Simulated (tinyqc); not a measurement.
Levels of description: finite square well with mass mismatch (envelope functions).

A square well of width L and depth V0, mass mw inside and mb outside, energies from the bottom of the well, c = hbar^2/2m0. k = sqrt(mw E/c), kappa = sqrt(mb (V0 - E)/c). psi and psi'/m are continuous at the walls (BenDaniel-Duke), so level n solves k L + 2 atan[(k/mw)/(kappa/mb)] = n pi.

Non-parabolic bands: mw is replaced by mw (1 + alpha_w E) and mb by mb (1 - alpha_b (V0 - E)), in k, kappa and the matching condition alike.

Constants: hbar^2/2m0 = 3.80998211 eV angstrom^2.

Inputs chosen for the exercise (near those of a non-polar GaN well in AlGaN; the results hold for these values, not for the real material):
- L = 20 angstrom (well width)
- V0 = 0.615 eV (barrier height)
- mw = 0.198 m0 (mass in the well)
- mb = 0.249 m0 (mass in the barrier)
- alpha_w = 0.17 1/eV (non-parabolicity in the well)
- alpha_b = 0.44 1/eV (non-parabolicity in the barrier)

The same well five ways. mb = mw: the barrier takes the mass of the well. psi' continuous: kappa holds mb but the condition drops the masses, k L + 2 atan(k/kappa) = n pi. The last column is measured against BenDaniel-Duke.

Levels (eV):
```
model                E1      E2      E3  E1 - E1(BDD) (meV)
infinite walls   0.4748  1.8991  4.2731               299.4
mb = mw          0.1872  0.5939       -                11.9
BenDaniel-Duke   0.1753  0.5902       -                 0.0
psi' continuous  0.1993  0.5972       -                23.9
non-parabolic    0.1844  0.5757       -                 9.0
```

What does the comparison show, and why?

Hard walls put E1 299.4 meV too high. Ignoring the mass step moves it by +11.9 meV and the wrong matching by +23.9 meV: with mb/mw = 1.26, continuity of psi'/m lets the slope outside be 1.26 times the slope inside, which acts like a softer wall. Non-parabolicity shifts E1 by +9.0 meV, the balance of a heavier mass in the well, which lowers it, and a lighter mass deep in the barrier, which hardens the wall. Among the finite wells the largest departure in E1 is that of the model 'psi' continuous'.

Program tinyqc; command `OMP_NUM_THREADS=1 python tinyqc.py 1282631 1282632 out.jsonl`; about 0.01 s on one thread of a shared Intel(R) Xeon(R) Processor @ 2.30GHz.
